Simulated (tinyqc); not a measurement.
Worked calculation: plane-wave Kohn-Sham cycle with exchange-only LDA in a layered model solid. Computed by tinyqc, a small Python program that keeps every step. Settings: points = 16, plane-wave index or count = 2, electrons = 4, k points = 2, area = 24.0, mixing = 0.8, iteration cap = 65, Kerker q0 = 0.97. Command: `OMP_NUM_THREADS=1 python tinyqc.py 21217 21218 out.jsonl` (the two numbers bound the seeds that draw the settings). One thread of a shared host (Intel(R) Xeon(R) Processor @ 2.60GHz), about 0.02 s of CPU time with the checks. Later iterations appear only in the table of the cycle.

## Iteration 1: potential

A solid whose potential varies along x alone (atomic units):

| parameter | value |
|---|---|
| period a | 16.400000 |
| cross-section of the cell | 24.000000 |
| electrons per cell | 4 |
| grid points | 16 |
| plane waves -n..n, n | 2 |
| k points | 2 |
| V1 in V1 cos(2 pi x/a) | -0.590000 |
| V2 in V2 cos(4 pi x/a) | -0.030000 |

density at the start, on the grid x_j = j a/N (e/bohr^3): 0.010163  0.010163  0.010163  0.010163  0.010163  0.010163  0.010163  0.010163  0.010163  0.010163  0.010163  0.010163  0.010163  0.010163  0.010163  0.010163

V_H(G) = 4 pi rho(G)/G^2 for G != 0 (uniform background); v_x = -(3 rho/pi)^(1/3); V = V_ext + V_H + v_x; Fourier components f(G_m) = (1/N) sum_j f(x_j) exp(-i G_m x_j).

Potentials on the grid (hartree):

| x | V_ext | V_H | v_x | V |
|---|---|---|---|---|
| 0.0000 | -0.6200 | 0.0000 | -0.2133 | -0.8333 |
| 1.0250 | -0.5663 | 0.0000 | -0.2133 | -0.7796 |
| 2.0500 | -0.4172 | 0.0000 | -0.2133 | -0.6305 |
| 3.0750 | -0.2046 | 0.0000 | -0.2133 | -0.4179 |
| 4.1000 | 0.0300 | 0.0000 | -0.2133 | -0.1833 |
| 5.1250 | 0.2470 | 0.0000 | -0.2133 | 0.0337 |
| 6.1500 | 0.4172 | 0.0000 | -0.2133 | 0.2039 |
| 7.1750 | 0.5239 | 0.0000 | -0.2133 | 0.3106 |
| 8.2000 | 0.5600 | 0.0000 | -0.2133 | 0.3467 |
| 9.2250 | 0.5239 | 0.0000 | -0.2133 | 0.3106 |
| 10.2500 | 0.4172 | 0.0000 | -0.2133 | 0.2039 |
| 11.2750 | 0.2470 | 0.0000 | -0.2133 | 0.0337 |
| 12.3000 | 0.0300 | 0.0000 | -0.2133 | -0.1833 |
| 13.3250 | -0.2046 | 0.0000 | -0.2133 | -0.4179 |
| 14.3500 | -0.4172 | 0.0000 | -0.2133 | -0.6305 |
| 15.3750 | -0.5663 | 0.0000 | -0.2133 | -0.7796 |

V(G_m), m = 0, 1, 2, ... (hartree): -0.2133  -0.2950  -0.0150  0.0000  0.0000

## Iteration 1: Hamiltonian at one k

k = 0.2500 2 pi / a

H(m,m') = (k + G_m)^2/2 delta + V(G_m - G_m'), with V(-G) = V(G).

H (hartree), lower triangle:
```
         -2       -1       +0       +1      +2
-2   0.0115
-1  -0.2950  -0.1720
+0  -0.0150  -0.2950  -0.2087
+1   0.0000  -0.0150  -0.2950  -0.0986
+2   0.0000   0.0000  -0.0150  -0.2950  0.1582
```

## Iteration 1: levels at that k

Diagonalise the Hermitian matrix.

eigenvalues (hartree): -0.6677  -0.3315  -0.0038  0.2780  0.4153

## Iteration 1: new density

Motion across x is left out: the lowest 2 band(s) hold two electrons at each of the k points (j + 1/2)/nk - 1/2. Residual R = rho(out) - rho(in); rho(new) = rho(in) + 0.8 R, with R(G) scaled by G^2/(G^2 + 0.97^2) (Kerker). rho(out) = 2/(a A nk) sum |psi|^2 with psi = sum c exp(i G x). Harris energy E = band energy - dV sum rho (V_H/2 + v_x) + (3/4) dV sum rho v_x with rho(in), dV = a A/N, band energy = (2/nk) sum of the filled levels.

rho(out) (e/bohr^3): 0.021417  0.022775  0.022769  0.016478  0.007098  0.001281  0.000057  0.000116  0.000036  0.000116  0.000057  0.001281  0.007098  0.016478  0.022769  0.022775

density after iteration 1 (e/bohr^3): 0.010196  0.011411  0.012785  0.011480  0.008891  0.008057  0.008969  0.009703  0.009816  0.009703  0.008969  0.008057  0.008891  0.011480  0.012785  0.011411

energy per cell = -1.785246 hartree

## Iteration 2: potential

As before.

Potentials on the grid (hartree):

| x | V_ext | V_H | v_x | V |
|---|---|---|---|---|
| 0.0000 | -0.6200 | 0.1198 | -0.2135 | -0.7137 |
| 1.0250 | -0.5663 | 0.1181 | -0.2217 | -0.6699 |
| 2.0500 | -0.4172 | 0.0997 | -0.2303 | -0.5478 |
| 3.0750 | -0.2046 | 0.0499 | -0.2221 | -0.3768 |
| 4.1000 | 0.0300 | -0.0158 | -0.2040 | -0.1898 |
| 5.1250 | 0.2470 | -0.0668 | -0.1974 | -0.0172 |
| 6.1500 | 0.4172 | -0.0920 | -0.2046 | 0.1206 |
| 7.1750 | 0.5239 | -0.1012 | -0.2100 | 0.2126 |
| 8.2000 | 0.5600 | -0.1036 | -0.2108 | 0.2456 |
| 9.2250 | 0.5239 | -0.1012 | -0.2100 | 0.2126 |
| 10.2500 | 0.4172 | -0.0920 | -0.2046 | 0.1206 |
| 11.2750 | 0.2470 | -0.0668 | -0.1974 | -0.0172 |
| 12.3000 | 0.0300 | -0.0158 | -0.2040 | -0.1898 |
| 13.3250 | -0.2046 | 0.0499 | -0.2221 | -0.3768 |
| 14.3500 | -0.4172 | 0.0997 | -0.2303 | -0.5478 |
| 15.3750 | -0.5663 | 0.1181 | -0.2217 | -0.6699 |

V(G_m), m = 0, 1, 2, ... (hartree): -0.2128  -0.2382  -0.0111  -0.0016  0.0004

## Iteration 2: Hamiltonian at one k

k = 0.2500 2 pi / a

As before.

H (hartree), lower triangle:
```
         -2       -1       +0       +1      +2
-2   0.0120
-1  -0.2382  -0.1715
+0  -0.0111  -0.2382  -0.2082
+1  -0.0016  -0.0111  -0.2382  -0.0981
+2   0.0004  -0.0016  -0.0111  -0.2382  0.1587
```

## Iteration 2: levels at that k

As before.

eigenvalues (hartree): -0.5679  -0.2799  -0.0132  0.2149  0.3390

## Iteration 2: new density

As before.

rho(out) (e/bohr^3): 0.020922  0.022279  0.022467  0.016662  0.007617  0.001643  0.000091  0.000066  0.000027  0.000066  0.000091  0.001643  0.007617  0.016662  0.022467  0.022279

density after iteration 2 (e/bohr^3): 0.010826  0.012510  0.014380  0.012392  0.008393  0.006766  0.007833  0.008982  0.009262  0.008982  0.007833  0.006766  0.008393  0.012392  0.014380  0.012510

energy per cell = -1.501395 hartree

## Convergence

Stop when sqrt(dV sum R^2) is below 1e-8, dV = a A/N.

Course of the cycle:

| iteration | E (hartree) | norm of the residual |
|---|---|---|
| 1 | -1.785246 | 1.94e-01 |
| 2 | -1.501395 | 1.66e-01 |
| 3 | -1.287625 | 1.42e-01 |
| 4 | -1.131406 | 1.19e-01 |
| 5 | -1.023779 | 9.55e-02 |
| 6 | -0.958287 | 6.92e-02 |
| 7 | -0.928386 | 3.98e-02 |
| 8 | -0.920838 | 1.92e-02 |
| 9 | -0.919774 | 1.03e-02 |
| 10 | -0.919581 | 5.43e-03 |
| 11 | -0.919535 | 2.82e-03 |
| ... | ... | ... |
| 22 | -0.919521 | 2.47e-06 |
| 23 | -0.919521 | 1.33e-06 |
| 24 | -0.919521 | 7.21e-07 |
| 25 | -0.919521 | 3.91e-07 |
| 26 | -0.919521 | 2.12e-07 |
| 27 | -0.919521 | 1.15e-07 |
| 28 | -0.919521 | 6.28e-08 |
| 29 | -0.919521 | 3.42e-08 |
| 30 | -0.919521 | 1.87e-08 |
| 31 | -0.919521 | 1.02e-08 |
| 32 | -0.919521 | 5.58e-09 |

Converged in 32 iterations. Before convergence this energy mixes input and output and is not variational, so it may rise towards its limit.
